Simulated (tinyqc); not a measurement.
# Punch-through p+-n junction, ionisation integral and breakdown: effect of the drift thickness

A p+ layer at x < 0 and an n drift layer from x = 0 to L on an n+ substrate. Depletion approximation, built-in voltage neglected. Local ionisation coefficients alpha_n = an exp(-(bn/E)^mx), alpha_p = ap exp(-(bp/E)^mx). Electrons move towards +x, holes towards x = 0.

W = sqrt(2 eps0 eps_r V/(q N)), peak field E0 = q N W/(eps0 eps_r), falling linearly to 0 at W; if W > L the layer is punched through: W = L, E0 = V/L + q N L/(2 eps0 eps_r), falling linearly to E1 = V/L - q N L/(2 eps0 eps_r). G(x) = integral from 0 to x of (alpha_n - alpha_p); I_n = integral of alpha_n exp(-G) (electrons injected at x = 0), I_p = integral of alpha_p exp(G(end) - G) (holes injected at the far edge); M = 1/(1 - I). Integrals on a fine grid; BV is where I_n = 1. Specific on-resistance Ron = L/(q mu N) with constant mobility and full ionisation. The value eps0 eps_r mu E0^3/4 holds for a triangular field; a layer that punches through can exceed it.

Values chosen for this exercise; material values close to those of gallium arsenide:
- eps_r = 12.9 (relative permittivity)
- an = 3.06e5 1/cm (prefactor of the electron ionisation coefficient)
- bn = 6.46e5 V/cm (field constant for electrons)
- ap = 2.14e5 1/cm (prefactor of the hole ionisation coefficient)
- bp = 6.61e5 V/cm (field constant for holes)
- mx = 1.6 (exponent)
- mu = 7730 cm^2/(V s) (electron mobility of the drift layer)
- N = 5e16 cm^-3 (donor density of the drift layer)

Constants: q = 1.602176634e-19 C, eps0 = 8.8541878128e-14 F/cm where lengths are in cm. Results are converted to the units shown.

Effect of the drift thickness:
```
L (um)	BV (V)	E0 at BV (kV/cm)	W at BV (um)	Ron (mohm cm^2)	BV^2/Ron (MW/cm^2)	eps0 eps_r mu E0^3/4 (MW/cm^2)
0.11	7.01	676	0.110	1.78e-4	277	681
0.15	8.12	594	0.150	2.42e-4	272	462
0.2	9.58	549	0.200	3.23e-4	284	366
0.27	11.6	524	0.270	4.36e-4	308	318
0.36	14.0	514	0.360	5.81e-4	336	300
0.48	16.5	512	0.480	7.75e-4	352	297
0.65	18.5	512	0.650	0.00105	326	297
0.87	18.7	512	0.731	0.00140	250	297
1.2	18.7	512	0.731	0.00194	181	297
```

BV rises from 7.01 to 18.7 V and saturates once L exceeds the free depleted width of 0.731 um, while Ron keeps rising as L. BV^2/Ron moves up and down between 181 and 352 MW/cm^2. In every row the layer is under 0.5 um wide or BV under 36 V, so dead space, tunnelling and the built-in voltage, all left out, matter.

Numbers from tinyqc (`OMP_NUM_THREADS=1 python tinyqc.py 2120113 2120114 out.jsonl`; about 0.06 s on one thread of a shared Intel Xeon 2.30GHz).
